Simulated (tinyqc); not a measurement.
Speciation in dilute and buffered hydrofluoric acid, oxide etch rate and bath loading: one step, computed by the program tinyqc. Command: `OMP_NUM_THREADS=1 python tinyqc.py 3120421 3120422 out.jsonl hfetch walk`. One thread of a shared host (Intel(R) Xeon(R) Processor @ 2.30GHz), about 0.01 s of CPU time with the checks.

Concentrations stand for activities, NH4+ and Cl- are spectators, and water ionisation is neglected. H, F and HF2 denote the ions H+, F- and HF2-. The base temperature is 298 K.

Question. Etch rate. Rate = k_a ([HF] + 2 [H2F2]) + k_b [HF2], an empirical two-term form. Time = oxide/rate; a temperature error changes the rate by exp((E_a/k_B)(1/298 - 1/(298 + error))) - 1.

Inputs (values chosen for the exercise, of the order of those for thermal oxide at room temperature):
```
quantity                         value            unit
rate constant of neutral HF k_a     17  nm L/(min mol)
rate constant of HF2 k_b            49  nm L/(min mol)
activation energy                 0.36              eV
temperature error                  2.7               K
oxide removed per wafer             17              nm
```

[HF] = 0.06681669 mol/L

[H2F2] = 0.01147369 mol/L

[HF2] = 0.02979248 mol/L

Constants: k_B = 8.617333262e-05 eV/K.

Give: etch rate; share of HF2 in the rate; etch time; rate change from the temperature error.

Answer.

etch rate = 2.9858 nm/min

share of HF2 in the rate = 48.892 %

etch time = 341.61 s

rate change from the temperature error = 13.414 %
